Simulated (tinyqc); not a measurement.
Depth of the donor: donor near an oxide interface in a gate field (two-state model).

Interface at z = 0 (hard wall), donor at z = d, field F pulling electrons to the interface: potential e F z; 1 kV/cm = 1e-5 eV/angstrom, c = hbar^2/2m0, q = e^2/(4 pi eps0), Q = (eps - eo)/(eps + eo). Donor state: E_D = e F d - ED - q Q/(4 eps d), the last term joining the images of ion and electron. Interface state: z exp(-b z/2) exp(-rho^2/(2 L^2)) with E_z = c b^2/(4 mz) + 3 e F/b + q Q b/(8 eps), minimised over b; in the plane at z = 3/b the ion (distance D = d - 3/b) and its image (D' = d + 3/b) give E_rho = c/(mt L^2) - (q/eps)(sqrt(pi)/L)[erfcx(D/L) + Q erfcx(D'/L)], erfcx(x) = exp(x^2) erfc(x), minimised over L. E_I = E_z + E_rho.

The two states couple by t = t0 exp(-D/aD) with t0 = q/(eps aD) (2 aD/L) sqrt(aD b/2) v, v a valley factor; this form is an estimate. With detuning u = E_D - E_I the splitting is sqrt(u^2 + 4 t^2) and the lower state has weight (1 - u/sqrt(u^2 + 4 t^2))/2 on the donor.

Constants: hbar^2/2m0 = 3.80998211 eV angstrom^2; e^2/(4 pi eps0) = 14.39964547 eV angstrom.

Values chosen for the exercise (near those of a donor in Si below SiO2, static dielectric constants; not measured data): ED = 52.8 meV (bulk binding energy); mz = 0.907 m0 (mass across the interface); mt = 0.192 m0 (mass in the plane); eps = 11.6 (dielectric constant of the semiconductor); eo = 3.9 (dielectric constant of the oxide); aD = 17.5 angstrom (donor radius); v = 0.47 (valley factor); dl = (65, 90, 120, 155, 200, 250) angstrom (depths).

Critical field, and the coupling, E_rho and L at that field.

Results:
```
d (angstrom)  critical field (kV/cm)  e F d/ED  t (meV)  E_rho (meV)  L (angstrom)
65                             148.2     1.824      2.1       -20.24            59
90                              95.7     1.632     0.48       -15.28            74
120                             66.5     1.512    0.084       -11.85            91
155                             48.7     1.430    0.011        -9.42           109
200                             36.0     1.365  0.00089        -7.48           130
250                             27.8     1.318  5.4e-05        -6.10           153
```

What can be read from this table?

The critical field falls from 148 to 28 kV/cm, with exponent -1.24 in d, while t drops by a factor 3.9e+04, about e for each 18 angstrom at the end (aD = 17.5). One lattice plane (1.36 angstrom) of misplacement changes t by 7 % and the critical field by about 1.4 % at 120 angstrom.

(tinyqc, `OMP_NUM_THREADS=1 python tinyqc.py 1281654 1281655 out.jsonl`, Intel(R) Xeon(R) Processor @ 2.30GHz, 1 thread, shared host, about 0.04 s.)
